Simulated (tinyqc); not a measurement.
On-chip interconnect, size-dependent resistivity and RC delay: one step of the calculation.

A rectangular line between two neighbours and two ground planes. Surface and grain-boundary scattering are added to the bulk resistivity as corrections; capacitances are parallel-plate values without fringing; inductance is ignored.

Question. Ladder and Elmore delays. 4 equal pi sections: series Rs = r Lw/4; node capacitances c Lw/4, halved at nodes 0 and 4, with Cl added to node 4; Rd feeds node 0. Elmore delay of node k: the sum, over the resistors on the path to k, of resistance times all capacitance downstream of it.

Inputs (values chosen for the exercise); metal values close to those of tungsten:
```
symbol,value,unit,meaning
Lw,180,um,line length
Rd,780,ohm,driver resistance
Cl,1.2,fF,load capacitance
```

r = 1109.9808 ohm/um
c = 0.35948003 fF/um

Give: Rs; C; Elmore delay.

Answer.

Rs = 4.995e4 ohm
C, node 0 to 4 (fF): [8.088, 16.18, 16.18, 16.18, 9.288]
Elmore delay, node 0 to 4 (ps): [51.41, 2939, 5019, 6291, 6755]

The far-end value equals Rd (c Lw + Cl) + r Lw (c Lw/2 + Cl) for any number of pi sections; the line resistance contributes 99.2 % of it.

Range of the model: The metal width is under the mean free path, where the thick-limit surface term and the simple sum of corrections lose accuracy.

Program tinyqc, `OMP_NUM_THREADS=1 python tinyqc.py 2100161 2100162 out.jsonl`; Intel Xeon 2.30GHz, shared host, one thread, about 0.01 s.
